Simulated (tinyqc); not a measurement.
# Hexagonal on-chip spiral inductor, lumped pi model: two studies

Outer diameter do = di + 2 n wd + 2 (n - 1) sp, mean da = (do + di)/2, fill p = (do - di)/(do + di), length l = 3.464 n da. L = 2.33 mu0 n^2 da/(1 + 3.82 p), mu0 = 4 pi 1e-7 H/m. Rs = rho l/(wd delta (1 - exp(-th/delta))), delta = sqrt(rho/(pi f mu0)). Cs = n wd^2 eps0 eo/hu across the coil. At each end Cox = l wd eps0 eo/(2 ho) leads to the substrate branch Rsi = 2 rs he/(l wd) in parallel with Csi = l wd eps0 11.7/(2 he). With one end grounded Y = 1/(Rs + i w L) + i w Cs + 1/[1/(i w Cox) + 1/(1/Rsi + i w Csi)], w = 2 pi f; Q = -Im Y/Re Y. Eddy currents in neighbouring turns and in the substrate are left out.

Values chosen for this exercise; values of the order met in silicon radio-frequency processes:
```
symbol  value     unit                                     meaning
n         1.5                                      number of turns
wd         10       um                                  line width
sp          2       um                         space between turns
di         60       um                              inner diameter
th          3       um                             metal thickness
rho       2.2  uohm cm                           metal resistivity
ho        3.1       um                        oxide below the coil
hu        0.7       um            oxide between coil and underpass
eo        3.9                   relative permittivity of the oxide
rs         10   ohm cm                       substrate resistivity
he         80       um  effective spreading depth in the substrate
f         1.6      GHz                                   frequency
```

Constants: eps0 = 8.8541878128e-12 F/m. Results are converted to the units shown.

Each table varies one quantity; the others keep the values above.

## Quality factor against frequency

Apparent inductance Im(1/Y)/w; share of the loss Re(substrate branch)/Re Y.

Result of one run:
```
f (GHz)  Rs (ohm)  w L/Rs       Q  apparent inductance (nH)  loss in the substrate (%)
50         2.6026  33.497  15.573                   0.37696                     36.644
```

What becomes of these results when the frequency f is changed from 50 to 4.3 GHz, all else the same?

Result of the changed run:
```
f (GHz)  Rs (ohm)  w L/Rs       Q  apparent inductance (nH)  loss in the substrate (%)
4.3       0.82209  9.1202  8.9893                   0.27810                     1.1897
```

The whole series:
```
f (GHz)  Rs (ohm)  w L/Rs       Q  apparent inductance (nH)  loss in the substrate (%)
1.6       0.58218  4.7920  4.7827                   0.27762                    0.13798
2.6       0.68118  6.6552  6.6183                   0.27776                    0.44131
4.3       0.82209  9.1202  8.9893                   0.27810                     1.1897
7.1        1.0150  12.197  11.787                   0.27903                     2.7857
12         1.2907  16.211  14.962                   0.28180                     6.2148
19         1.6105  20.571  17.428                   0.28849                     11.844
31         2.0508  26.357  18.450                   0.30881                     21.988
50         2.6026  33.497  15.573                   0.37696                     36.644
82         3.3326  42.903  5.5242                   0.94254                     54.858
```

Q goes from 4.78 through a maximum of 18.4 (at f = 31 GHz among the rows listed) to 5.52; the exact peak is 18.5 at 29.0 GHz and Q reaches zero at the self-resonance, 97.0 GHz. The share of the substrate rises from 0.138 to 54.9 %, and the apparent inductance ends at 3.40 times L. At the peak the substrate takes 20.3 % of the loss. For f = 82 the coil is longer than 0.15 of a wavelength in the oxide, where one lumped section is rough.

## Effect of the oxide below the coil

Same model as above.

Peak Q and its frequency from a search over f; self-resonance where Im Y = 0; Q at the given f (negative beyond resonance).

The same in every row: L (nH) = 0.2775; do (um) = 92.00.

Effect of the oxide below the coil:
```
ho (um)  peak Q  f of the peak (GHz)  self-resonance (GHz)  Q at f
1         17.89                27.62                 96.16   4.776
2         18.18                28.31                 96.58   4.779
3         18.46                28.97                 96.97   4.782
5         18.98                30.20                 97.69   4.786
7         19.46                31.34                 98.35   4.788
10        20.11                32.88                 99.22   4.789
15        21.03                35.06                 100.4   4.790
```

What does the table show?

As ho goes from 1 to 15, L stays at 0.278 nH, the peak Q rises from 17.9 to 21.0, its frequency rises from 27.6 to 35.1 GHz and the self-resonance rises from 96.2 to 100 GHz.

Computed by the program tinyqc: `OMP_NUM_THREADS=1 python tinyqc.py 2302224 2302225 out.jsonl`, one thread of a shared Intel Xeon 2.30GHz, about 0.01 s for the whole run.
